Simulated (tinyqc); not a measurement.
All approximations against the coupling: Froehlich polaron in a polar crystal. Computed by tinyqc, a small Python program. Command: `OMP_NUM_THREADS=1 python tinyqc.py 3006831 3006832 out.jsonl frohlich walk`. One thread of a shared host (Intel(R) Xeon(R) Processor @ 2.30GHz), about 0.05 s of CPU time with the checks.

One electron in a parabolic band of mass m*, coupled to dispersionless LO phonons in the continuum model. Energies are in units of hbar omega unless marked, wave numbers in k_0 = sqrt(2 m* omega/hbar).

Inputs (values chosen for the exercise, modelled on strontium titanate):
```
quantity                          value  unit
band mass m*                      0.758   m_0
LO phonon energy hbar omega        83.2   meV
eps_inf                            5.07     -
static dielectric constant eps_s    298     -
electron wave number k/k_0         0.24     -
```

Constants: hbar^2/(2 m_0) = 3.80998212 eV angstrom^2; e^2/(4 pi eps_0) = 14.39964548 eV angstrom.

Method:
- 1/eps* = 1/eps_inf - 1/eps_s; k_0 = sqrt(2 m* omega/hbar) = sqrt(m* hbar omega / (hbar^2/(2 m_0))) with m* in m_0; alpha = (e^2/(4 pi eps_0)) k_0/(2 eps* hbar omega); polaron length 1/k_0.
- Feynman's bound: E(v, w) = 3 (v - w)^2/(4 v) - (alpha v/sqrt(pi)) int_0^infinity e^-u D(u)^(-1/2) du, D = w^2 u + ((v^2 - w^2)/v)(1 - e^(-v u)); integrals by 80 Gauss-Legendre points in s from 0 to 1 with u = 40 s^2.
- Minimise over v > w > 0 (simplex search); mass m_p/m* = 1 + (alpha v^3/(3 sqrt(pi))) int u^2 e^-u D^(-3/2) du.
- Other columns: second order -alpha; Landau-Pekar Gaussian -alpha^2/(3 pi); Lee-Low-Pines mass 1 + alpha/6. The polaron energy in meV uses the given hbar omega.

coupling constant alpha = 2.15860

Energies (hbar omega) and masses (m*):
```
alpha  second order   Gaussian   Feynman  Feynman (meV)  mass, LLP  mass, Feynman     v     w
0.54          -0.54  -0.030940  -0.54370        -45.236       1.09          1.098  3.06  2.93
1.1            -1.1   -0.12838   -1.1159        -92.839     1.1833          1.219  3.12  2.86
2.2            -2.2   -0.51354   -2.2679        -188.69     1.3667          1.541  3.28  2.69
3.2            -3.2    -1.0865   -3.3540        -279.05     1.5333          1.999  3.46  2.52
3.5            -3.5    -1.2998   -3.6885        -306.88     1.5833          2.186  3.53  2.47
6.2            -6.2    -4.0786   -6.9790        -580.66     2.0333          7.836  4.85  1.82
9.2            -9.2    -8.9806   -11.870        -987.54     2.5333             71  10.3  1.26
12              -12    -15.279   -18.143        -1509.5          3          281.6  18.6  1.13
```

What does the comparison show, and why?

All three energies are upper bounds (-alpha through the Lee-Low-Pines state), and the Feynman value is the lowest in every row. It lies within 5 % of -alpha up to alpha = 3.2; at alpha = 12 it is 1.19 times the Gaussian value, whose alpha^2 law it approaches with a constant shift of about -3 ln 2 - 3/4 = -2.83 (here -2.86). The mass stays within 10 % of 1 + alpha/6 up to alpha = 1.1 and reaches 282 m* in the last row; w falls from 2.93 towards 1 while v grows to 18.6.

Extremes, crossings and ranges named in words are read from the listed rows.
